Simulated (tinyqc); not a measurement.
Longitudinal sound in a periodic multilayer: transfer matrices, stop bands and folded phonons: one step, computed by the program tinyqc.

Layers 1 and 2 repeat with period d = d_1 + d_2; waves travel normal to the layers, without loss. State vector (u, s): displacement u and stress divided by omega. Impedances Z = rho v are in 1e6 kg/(m^2 s).

Problem. Transfer matrix of one period. A layer maps (u, s) by [[cos p, sin p/Z], [-Z sin p, cos p]], p = 2 pi f d_i/v_i; one period is M = M_2 M_1, and cos(q d) = trace(M)/2.

Inputs (values chosen for the exercise, modelled on gallium nitride (layer 1), aluminium nitride (layer 2) and gallium arsenide (substrate)):

| quantity | value | unit |
|---|---|---|
| velocity v_1 | 8000 | m/s |
| thickness d_1 | 3.68 | nm |
| velocity v_2 | 10800 | m/s |
| thickness d_2 | 5.05 | nm |
| frequency f | 762 | GHz |

Z_2 = 35.748

Z_1 = 49.12

Give: phase p_1; phase p_2; M; trace(M)/2.

Solution.

phase p_1 = 2.2024 rad

phase p_2 = 2.2387 rad

M:
```
          1          2
1  -0.50498  -0.023144
2    41.125  -0.095459
```

trace(M)/2 = -0.30022

|trace/2| < 1: f lies in a pass band, with q d = 1.8757 rad (folded into 0 to pi). Caution: at these frequencies damping, strong in glasses, and rough interfaces, both left out here, can weaken the stop bands; layers only a few atoms thick are also beyond continuum acoustics.
